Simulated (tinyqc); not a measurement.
Worked calculation: velocity overshoot from momentum and energy balance equations after a field step. Computed by tinyqc, a small Python program that keeps every step. Command: `OMP_NUM_THREADS=1 python tinyqc.py 3030006 3030007 out.jsonl overshoot walk`. One thread of a shared host (Intel(R) Xeon(R) Processor @ 2.30GHz), about 0.03 s of CPU time with the checks. Intermediate numbers are printed to about 7 digits and carried at full precision; extremes and crossings named in words are read from the listed rows.

At t = 0 the field jumps from 0 to F in a uniform sample. v is the drift velocity and u = w - (3/2) k_B T the excess energy per carrier.

Inputs (values chosen for the exercise, modelled on electrons in silicon except for tau_E):
```
quantity                      value        unit
effective mass m               0.26         m_0
low-field mobility mu_0        1300  cm^2/(V s)
saturation velocity v_s           1    1e7 cm/s
energy relaxation time tau_E   0.71          ps
field after the step F           25       kV/cm
lattice temperature T           300           K
time step dt                      7          fs
```

Scheme: implicit in the damping.

Constants: m_0 = 9.1093837015e-31 kg; e = 1.602176634e-19 C; k_B = 8.617333262e-05 eV/K.

## Constants and steady state

dv/dt = e F/m - v/tau_m(u), du/dt = e F v - u/tau_E, tau_m(u) = tau_0/(1 + c u), tau_0 = m mu_0/e, c = mu_0/(e tau_E v_s^2); this choice gives the steady state v (1 + mu_0 F v/v_s^2) = mu_0 F, which saturates at v_s. Steady velocity v = 2 mu_0 F/(1 + sqrt(1 + 4 (mu_0 F/v_s)^2)); u = e F v tau_E; carrier temperature T + 2u/(3 k_B), neglecting the drift energy m v^2/2.

tau_0 = 192.1743 fs

c = 18.30986 1/eV

acceleration e F/m = 0.01691173 1e7 cm/s per fs

steady velocity = 0.8579190 1e7 cm/s

steady excess energy = 0.1522806 eV

steady carrier temperature = 1478.095 K

tau_E/tau_0 = 3.69, and in the steady state tau_m has shrunk to 50.7 fs.

## First four steps

dv/dt = e F/m - v/tau_m(u), du/dt = e F v - u/tau_E, tau_m(u) = tau_0/(1 + c u), tau_0 = m mu_0/e, c = mu_0/(e tau_E v_s^2); this choice gives the steady state v (1 + mu_0 F v/v_s^2) = mu_0 F, which saturates at v_s. Step: v_new = (v + dt e F/m)/(1 + dt/tau_m(u)), u_new = (u + dt e F v_new)/(1 + dt/tau_E). Start v = u = 0; the distance adds dt (v + v_new)/2.

Steps:
```
step  t (fs)  v (1e7 cm/s)       u (eV)  tau_m (fs)
1          7     0.1142216  0.000197936    191.4803
2         14     0.2244002  0.000584870    190.1381
3         21     0.3306108  0.001152081    188.2042
4         28     0.4328921  0.001890998    185.7431
```

## The whole transient

Run to 8 times the larger of tau_E and tau_0, but at most 20001 steps, and stop early if |v| > 1000 v_s or u < -1/(2c); the run is accepted if the last v is within 0.5 % of the steady value.

Selected steps, the peak among them:
```
step        t (fs)  v (1e7 cm/s)        u (eV)  distance (nm)
1     7.000000e+00      0.114222  1.979363e-04   3.997755e-02
2     1.400000e+01      0.224400  5.848703e-04   1.584952e-01
4     2.800000e+01      0.432892  1.890998e-03   6.199750e-01
7     4.900000e+01      0.716137  5.053548e-03   1.831988e+00
13    9.100000e+01      1.172592  1.487841e-02   5.849579e+00
22    1.540000e+02      1.568336  3.497645e-02   1.466265e+01
30    2.100000e+02      1.658618  5.426558e-02   2.379370e+01
36    2.520000e+02      1.616966  6.780005e-02   3.069540e+01
61    4.270000e+02      1.224174  1.071564e-01   5.550239e+01
103   7.210000e+02      0.964472  1.338524e-01   8.667689e+01
173   1.211000e+03      0.882647  1.473935e-01   1.313890e+02
289   2.023000e+03      0.860766  1.516988e-01   2.018671e+02
485   3.395000e+03      0.857999  1.522643e-01   3.196796e+02
812   5.684000e+03      0.857919  1.522806e-01   5.160603e+02
```

peak velocity = 1.658618 1e7 cm/s

time of the peak = 210 fs

distance at the peak = 23.79370 nm

last relative deviation from the steady velocity = 2.399826e-07

peak over steady velocity = 1.933304

The velocity overshoots to 1.93 times its steady value: momentum follows the field within tau_m while the energy, and with it the scattering rate, builds up over tau_E. A channel shorter than a few times 24 nm would see this.

## Error of the time step

The peak velocity is recomputed with dt/2 and dt/4 and by an adaptive Runge-Kutta method (tolerance 1e-9).

Peak velocity:
```
step      v_peak (1e7 cm/s)   error (%)
dt                 1.658618  -0.3860893
dt/2               1.661760  -0.1974258
dt/4               1.663363  -0.1011151
adaptive           1.665047   0.0000000
```

The implicit scheme puts the peak 0.39 % too low; halving dt divides the error by 1.96, as a first-order method should.

Checks made by the program: peak at dt/4 against the adaptive solution (relative difference 1e-03).
